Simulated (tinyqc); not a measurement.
## Inductance and parasitic capacitance from two readings

Question. A loss-free coil L in parallel with C shows the apparent inductance L/(1 - w^2 L C), w = 2 pi f. Find L, C and the self-resonance 1/(2 pi sqrt(L C)).

apparent inductance at 2.7 and 6.1 GHz (nH): 2.0197204  4.0474810

Solution. The inverse of the reading is 1/L - w^2 C, a straight line in w^2.

L = 1.800 nH
C = 210.0 fF
self-resonance = 8.186 GHz

Program tinyqc, `OMP_NUM_THREADS=1 python tinyqc.py 2302211 2302212 out.jsonl`; Intel Xeon 2.30GHz, shared host, one thread, about 0.01 s.
